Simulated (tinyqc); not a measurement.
# Changing the Mott potential V

Model: Cabrera-Mott growth of a thin oxide under its own electric field. Computed by tinyqc, a small Python program. Command: `OMP_NUM_THREADS=1 python tinyqc.py 3024280 3024281 out.jsonl cabrera sweep`. One thread of a shared host (Intel(R) Xeon(R) Processor @ 2.30GHz), about 0.04 s of CPU time with the checks.

Electrons cross the film freely and set a fixed potential V across it; the field V/x lowers the barrier for ions entering the oxide.

Inputs (values chosen for the exercise, for a model metal): barrier W = 1.39 eV; ion charge number z = 2; half jump distance b = 1.3 angstrom; prefactor u0 = N Omega nu = 1.9e+13 angstrom/s; temperature T = 400 K; starting thickness x0 = 4.1 angstrom; time t = 590000 s.

Backward hops: ignored.

Constants: k_B = 8.617333262e-05 eV/K.

Method. u = u0 exp(-W/(k_B T)), X1 = z b V/(k_B T) with V in volts and k_B T in eV; dx/dt = u exp(X1/x). t(x) = int_(x0)^x dx / (dx/dt) by Gauss-Legendre quadrature (80 points on each side of (x0 + 2 x)/3), solved for x.

One run for each value:
```
Mott potential V (V)  thickness x (angstrom)  field at time t (MV/cm)  rate at time t (angstrom/s)
0.40                                   82.78                   0.4832                   8.3912e-05
0.65                                  101.90                   0.6379                   9.4292e-05
0.90                                  118.78                   0.7577                   1.0321e-04
1.10                                  131.24                   0.8382                   1.0967e-04
1.40                                  148.72                   0.9414                   1.1855e-04
1.60                                  159.75                   1.0016                   1.2406e-04
1.90                                  175.56                   1.0822                   1.3184e-04
2.10                                  185.71                   1.1308                   1.3676e-04
2.40                                  200.42                   1.1975                   1.4381e-04
```

What does the table show?

Over the rows, thickness x (angstrom) rises from 82.8 to 200 (exponent d ln y / d ln x 0.43 between the first rows and 0.57 between the last); field at time t (MV/cm) rises from 0.483 to 1.20 (exponent d ln y / d ln x 0.57 between the first rows and 0.43 between the last); rate at time t (angstrom/s) rises from 8.39e-5 to 1.44e-4 (exponent d ln y / d ln x 0.24 between the first rows and 0.38 between the last).

Caution (all rows): X1/x is small, so backward hops, left out here, would cut the rate. Caution (rows 0.650, 0.900, 1.10, 1.40, 1.60, 1.90, 2.10, 2.40): the starting field or rate is formal: the first layers form as fast as oxygen arrives. Caution (rows 0.650, 0.900, 1.10, 1.40, 1.60, 1.90, 2.10, 2.40): electrons tunnel only through a few nanometres, so beyond about 10 nm a fixed Mott potential is doubtful. Caution (rows 2.40): at x0 the field term exceeds the barrier W, so the first layers form faster than any hopping formula describes; the later thickness hardly depends on x0.
